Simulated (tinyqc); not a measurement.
What each change does: conductance of a narrow metal strip with scatterers (square lattice, Green functions).

A strip of W sites across with hard walls, site energy 0 and hopping -t. Mode n = 1 to W has profile chi_n(j) = sqrt(2/(W + 1)) sin(n j pi/(W + 1)) and energy en = -2t cos(n pi/(W + 1)); E = en - 2t cos(kn a). With z_n = exp(i kn a) (Im k > 0 for closed modes, |z| < 1) each lead gives the self-energy -t z_n in mode n. One column carries the site energies v, here one foreign atom. In the mode basis V_nm = sum_j chi_n(j) v_j chi_m(j), G = (E - en + 2 t z_n - V)^-1, and t_nm = 2t sqrt(sin(kn a) sin(km a)) G_nm in size for open modes. T = sum |t_nm|^2, conductance (2e^2/h) T.

Constants: e^2/h = 3.874045865e-05 S.

Values chosen for the exercise (hopping and spacing of the size met in Cu or Al; the lattice is a model; not measured data):
- t = 1.57 eV (hopping)
- W = 3 (sites across)
- E = -1.14 eV (Fermi energy)
- v = (-3, 0, 0) eV (site energies in the scattering column)

Open modes M, T and the added resistance (1/T - 1/M)/(2 e^2/h).

One parameter was then changed.

Results before and after:
```
case     M       T  added resistance (ohm)
base     2  1.1915                    4379
changed  2  1.0002                    6450
```

Which of these changes was made? (a) t = 1.633 eV; (b) v = (-3.9, 0, 0) eV; (c) E = -1.01 eV.
Answer: (c) E = -1.01 eV. Of the candidates, run in turn, only this one gives the changed row.

All candidates:
```
case                 M       T  added resistance (ohm)
base                 2  1.1915                    4379
t = 1.633 eV         2  1.1625                    4649
E = -1.01 eV         2  1.0002                    6450
v = (-3.9, 0, 0) eV  2  1.0334                    6036
```

Program tinyqc; command `OMP_NUM_THREADS=1 python tinyqc.py 1452431 1452432 out.jsonl`; about 0.01 s on one thread of a shared Intel(R) Xeon(R) Processor @ 2.30GHz.
